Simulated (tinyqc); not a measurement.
Choosing the offset: vacuum evaporation: vapour pressure, source flux, thickness distribution, purity and step coverage. Computed by tinyqc, a small Python program. Command: `OMP_NUM_THREADS=1 python tinyqc.py 3112544 3112545 out.jsonl evap walk`. One thread of a shared host (Intel(R) Xeon(R) Processor @ 2.30GHz), about 0.01 s of CPU time with the checks.

Molecular flow, unit sticking of the metal, no re-evaporation. The background gas is taken as water vapour (18.015 g/mol, collision diameter 0.37 nm) at 300 K.

Inputs (values chosen for the exercise, modelled on aluminium, with constants for the liquid): directionality n = 3; source-to-wafer distance h = 60 cm; wafer radius R = 7.5 cm.

Method. Rotating wafer, source offset by s and facing upwards: thickness at radius r is the mean over the angle a of (1 + (r^2 + s^2 - 2 r s cos a)/h^2)^(-(n + 3)/2), by 360 equal steps; non-uniformity (max - min)/(max + min) over 21 radii from 0 to R. The curvature at the centre vanishes at s/h = sqrt(2/(n + 3)).

Against the offset:
```
s/h  centre thickness  edge over centre  non-uniformity (%)
0.0            1.0000            0.9546              2.3252
0.2            0.8890            0.9627              1.8998
0.4            0.6407            0.9818              0.9187
0.5            0.5120            0.9921              0.3948
0.6            0.3975            1.0016              0.0780
0.7            0.3023            1.0095              0.4720
0.8            0.2267            1.0157              0.7787
0.9            0.1686            1.0202              1.0022
1.1            0.0926            1.0252              1.2465
```

What does the comparison show, and why?

The best row, s/h = 0.6, has 0.078 % against 2.3 % on the axis, at the price of a rate lower by a factor 2.52; the small-wafer optimum is sqrt(2/(n + 3)) = 0.58.

Extremes, crossings and ranges named in words are read from the listed rows.
